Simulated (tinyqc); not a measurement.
# Thermal resistances of a two-die stack

Question. Heat leaves through the lower die only, and the system is linear. Find the resistance R1 from the lower die to the coolant, R2 between the dies, and the rise of the upper die when both are powered.

Parameters, values chosen for the exercise: power of the lower die P1 = 19 W; power of the upper die P2 = 13 W.

rises of the lower and upper die with only the lower one powered (K): [5.7, 5.7]
rises of the lower and upper die with only the upper one powered (K): [3.9, 9.49]

Answer. With only the lower die powered no heat crosses R2, so both dies rise by P1 R1; the difference in the second test is P2 R2; rises add.

R1 = 0.300 K/W
R2 = 0.430 K/W
rise of the upper die = 15.2 K

Computed by the program tinyqc: `OMP_NUM_THREADS=1 python tinyqc.py 2162056 2162057 out.jsonl`, one thread of a shared Intel Xeon 2.30GHz, about 0.03 s for the whole run.
